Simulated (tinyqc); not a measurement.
# Junction parameters from two forward currents

Inverse problem. D(v) = J1 (exp(v/Vt) - 1) + J2 (exp(v/(2 Vt)) - 1). Find J1, J2 and the voltage 2 Vt ln(J2/J1) near which both parts are equal.

Inputs (values chosen for the exercise): temperature T = 358 K.

Constants: q = 1.602176634e-19 C, kB = 1.380649e-23 J/K, Vt = kB T/q. Results are converted to the units shown.

junction voltages (V): 0.32  0.64
currents (uA/um): 6.7647782e-6  0.0071135356

Answer. The current is linear in J1 and J2, so two points give two equations.

J1 = 5.80e-12 uA/um
J2 = 3.70e-8 uA/um
crossover = 0.541 V

Program tinyqc, `OMP_NUM_THREADS=1 python tinyqc.py 2182230 2182231 out.jsonl`; Intel Xeon 2.30GHz, shared host, one thread, about 0.2 s.
